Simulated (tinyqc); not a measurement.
# Worked calculation: Weibull analysis of times to dielectric breakdown, with area scaling

Computed by the program tinyqc: `OMP_NUM_THREADS=1 python tinyqc.py 2070013 2070014 out.jsonl`, one thread of a shared Intel Xeon 2.30GHz, about 0.01 s for the whole run. Printed values are rounded.

Breakdown times follow F(t) = 1 - exp(-(t/t63)^beta). The 10 times below were drawn at random from beta = 2.5, t63 = 24 s and are treated as data; all samples failed.

Inputs (values chosen for the exercise):
- A1 = 1.1 um^2 (area of a test capacitor)
- A2 = 1.4e6 um^2 (gate area of the product)
- Fp = 1e-5 (allowed share of failed products)

## Median ranks and the Weibull scale

t, i 1 to 10 (s): [11, 11.4, 11.9, 12.8, 13.8, 18.9, 21.7, 31.5, 31.8, 35.2]

F_i = (i - 0.3)/(n + 0.4) for the sorted times, W_i = ln(-ln(1 - F_i)).

```
i          F         W     ln t
1   0.067308  -2.66384  2.39790
2   0.163462  -1.72326  2.43361
3   0.259615  -1.20202  2.47654
4   0.355769  -0.82167  2.54945
5   0.451923  -0.50860  2.62467
6   0.548077  -0.23037  2.93916
7   0.644231   0.03292  3.07731
8   0.740385   0.29903  3.44999
9   0.836538   0.59398  3.45947
10  0.932692   0.99269  3.56105
```

## Straight-line fit

Least squares of W on ln t: beta = sum (x - mean x)(W - mean W)/sum (x - mean x)^2 with x = ln t, and ln t63 = mean x - mean W/beta.

beta = 2.17899
t63 = 23.0343 s

beta is 13 % below the value that made the data and t63 4.0 % below it.

## Iteration 1: likelihood estimate of beta

beta at the start = 2.2

Maximum likelihood: a(beta) = 1/beta with a = sum t^beta ln t/sum t^beta - mean ln t. Newton step: beta(new) = beta - [a - 1/beta]/[v + 1/beta^2], v the variance of ln t under the weights t^beta.

beta after iteration 1 = 2.39387

## Iteration 2: likelihood estimate of beta

As before.

beta after iteration 2 = 2.40898

## Course of the iteration

Stop when beta changes by less than 1e-9, or after 40 iterations.

Course of the iteration:
```
iteration     beta   change
1          2.39387    0.194
2          2.40898   0.0151
3          2.40906  8.11e-5
4          2.40906  2.32e-9
5          2.40906  < 1e-13
```

Converged in 5 iterations.

## Scale parameter and projection to the product

converged beta = 2.40906

t63 = (mean of t^beta)^(1/beta). Defects are spread at random, so -ln(1 - F) is proportional to the area: t63(A2) = t63 (A1/A2)^(1/beta), and the time to the share Fp is t63(A2) (-ln(1 - Fp))^(1/beta).

t63 = 22.7008 s
t63 of the product = 0.0663689 s
time to Fp = 5.57784e-4 s
decades lost against t63 = 4.60957

The straight-line values give 1.85e-4 s for the time to Fp and the values that made the data 8.68e-4 s: with 10 samples beta is uncertain by about 0.78/sqrt(n) = 25 %, and the projection hangs on 1/beta.
